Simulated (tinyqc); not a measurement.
## Trap density from the barrier height

Problem. In a partly depleted grain with all boundary traps filled, 2 N W = Qt and VB = q N W^2/(2 eps0 eps_r). Find Qt, W and the doping at which VB would equal Vt.

Values chosen for this exercise:

| symbol | value | unit | meaning |
|---|---|---|---|
| T | 400 | K | temperature |
| eps_r | 11.7 |  | relative permittivity |

Constants: q = 1.602176634e-19 C, kB = 1.380649e-23 J/K, Vt = kB T/q, eps0 = 8.8541878128e-14 F/cm where lengths are in cm. Results are converted to the units shown.

doping = 1.4e18 cm^-3
barrier height = 0.093347883 V

Solution. Eliminating W gives VB = q Qt^2/(8 eps0 eps_r N), which falls as 1/N.

Qt = 2.60e12 cm^-2
W = 9.29 nm
doping for VB = Vt = 3.79e18 cm^-3

Numbers from tinyqc (`OMP_NUM_THREADS=1 python tinyqc.py 2830065 2830066 out.jsonl`; about 0.01 s on one thread of a shared Intel Xeon 2.30GHz).
